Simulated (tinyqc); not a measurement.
Doping density: delta-doped layer in the Thomas-Fermi potential.

All donors ionised in the plane z = 0, zero temperature, energies from the Fermi level EF of the Thomas-Fermi model, which lies at the bulk band edge; c = hbar^2/2m0, q = e^2/(4 pi eps0). gv = 4 equivalent valleys, m_d = sqrt(m3^3/mz) in the plane. With n = (gv/3 pi^2)(m3 (-V)/c)^(3/2) and V'' = -(4 pi q/eps) n for z > 0, the solution is V = -b/(|z| + z0)^4 with sqrt(b) = 20/K, K = (4 pi q/eps)(gv/3 pi^2)(m3/c)^(3/2), and z0^5 = 4b/(e F0), e F0 = 2 pi q N/eps; 1e13/cm^2 = 1e-3/angstrom^2. Exchange and correlation are left out.

Subbands solve -(c/m_z) psi'' + V psi = E psi on 1280 points of spacing z0/80; up to ten levels for each group, kept if bound with an rms width below 2.5 z0.

Constants: hbar^2/2m0 = 3.80998211 eV angstrom^2; e^2/(4 pi eps0) = 14.39964547 eV angstrom.

Parameters, chosen for this exercise (near those of a delta-doped layer in Ge; shifted at random, so the results belong to these values and not to a real crystal):

| symbol | value | unit | meaning |
|---|---|---|---|
| m3 | 0.218 | m0 | density-of-states mass of a valley |
| mz | 0.124 | m0 | mass along z |
| eps | 15.9 |  | dielectric constant |
| Nl | (0.61, 1.2, 2.4, 4.3, 7.3, 12, 20) | x 1e13/cm^2 | sheet densities |

The well, the lowest level and the filling anew; at zero temperature n_i = g m_d (mu - E_i)/(2 pi c), with mu fixed by sum n_i = N.

Results:

| N (1e13/cm^2) | z0 (angstrom) | depth (eV) | lowest (eV) | next - lowest (eV) | occupied | share of lowest (%) |
|---|---|---|---|---|---|---|
| 0.61 | 63.6 | 0.0552 | -0.0141 | - | 1 | 100.0 |
| 1.2 | 55.6 | 0.0948 | -0.0272 | - | 1 | 100.0 |
| 2.4 | 48.4 | 0.1651 | -0.0529 | - | 1 | 100.0 |
| 4.3 | 43.0 | 0.2633 | -0.0920 | 0.0900 | 1 | 100.0 |
| 7.3 | 38.7 | 0.4021 | -0.1509 | 0.1440 | 2 | 97.7 |
| 12 | 35.1 | 0.5984 | -0.2394 | 0.2218 | 2 | 94.6 |
| 20 | 31.6 | 0.9004 | -0.3829 | 0.3422 | 2 | 91.3 |

The depth grows as N^(4/5) and z0 shrinks as N^(-1/5): factors 16.3 and 2.01 for 33 times the doping. The lowest level deepens faster, with exponent 0.95, since the zero-point energy takes a smaller share of a deeper well (74 % falling to 57 %). The number of occupied subbands is 1 in the first row and 2 in the last. Depths beyond about 0.5 eV stretch parabolic valleys past their range.

Run: tinyqc, `OMP_NUM_THREADS=1 python tinyqc.py 1282420 1282421 out.jsonl`; Intel(R) Xeon(R) Processor @ 2.30GHz, one thread, shared host; about 0.1 s of CPU time with all checks.
